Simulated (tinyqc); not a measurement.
Short-channel transistor, virtual-source model with series resistance: effect of the temperature on the on and off currents.

The current per gate width is the charge at the top of the source barrier (the virtual source) times its velocity times a saturation function; al and be are fitting constants of the model. Units: I in uA/um, Rs in ohm um, so I Rs = 1e-6 I Rs in volts; Q in uC/cm^2, so I = 1e-4 Q vx0 Fsat with vx0 in cm/s.

Intrinsic voltages Vg' = Vgs - I Rs, Vd' = Vds - 2 I Rs. n = n0 + nd Vd', VT = VT0 - dl Vd', Ff = 1/(1 + exp((Vg' - VT + al Vt/2)/(al Vt))), Q = Cinv n Vt ln(1 + exp((Vg' - VT + al Vt Ff)/(n Vt))), Vdsat = (vx0 L/mu)(1 - Ff) + Vt Ff, Fsat = u/(1 + u^be)^(1/be) with u = Vd'/Vdsat, and I = Q vx0 Fsat per width. I is solved self-consistently. Ion is I at Vgs = Vds = 0.75 V, Ioff at Vgs = 0, Vds = 0.75 V, and Rlin = Vds/I at Vgs = 0.75 V, Vds = 0.05 V. mu, vx0, VT0, dl and n0 are held fixed.

Parameters, values chosen for the exercise:
- Cinv = 2.65 uF/cm^2 (inversion capacitance)
- vx0 = 8.07e6 cm/s (velocity at the virtual source)
- mu = 1100 cm^2/(V s) (apparent mobility)
- L = 45 nm (channel length)
- VT0 = 0.48 V (threshold at zero drain voltage)
- dl = 0.034 V/V (drain-induced barrier lowering)
- n0 = 1.5 (subthreshold factor)
- nd = 0.2 1/V (growth of n with drain voltage)
- al = 3.5 (threshold shift (in units of Vt) from weak to strong inversion)
- be = 1.8 (sharpness of saturation)
- Rs = 90 ohm um (series resistance of each contact)

Constants: q = 1.602176634e-19 C, kB = 1.380649e-23 J/K, Vt = kB T/q. Results are converted to the units shown.

Result of one run:
```
Ion (uA/um)	Ioff (nA/um)	log10(Ion/Ioff)	Rlin (ohm um)
526.78	2.9840	5.2468	246.83
```

Which temperature T gave this result: 200, 260, 380 or 410 K?

T = 260 K.

The whole series:
```
T (K)	Ion (uA/um)	Ioff (nA/um)	log10(Ion/Ioff)	Rlin (ohm um)
200	524.20	0.057944	6.9565	247.42
230	525.26	0.53412	5.9927	247.14
260	526.78	2.9840	5.2468	246.83
290	528.78	11.768	4.6526	246.51
320	531.26	36.050	4.1684	246.20
350	534.20	91.378	3.7669	245.91
380	537.59	200.19	3.4290	245.66
410	541.40	390.99	3.1414	245.46
```

As T goes from 200 to 410 K, Ion rises from 524 to 541 uA/um, Ioff rises from 0.0579 to 391 nA/um and Rlin falls from 247 to 245 ohm um. Ion changes by a factor of 1.03 and Ioff by 6750.

Computed by the program tinyqc: `OMP_NUM_THREADS=1 python tinyqc.py 2380164 2380165 out.jsonl`, one thread of a shared Intel Xeon 2.30GHz, about 0.01 s for the whole run.
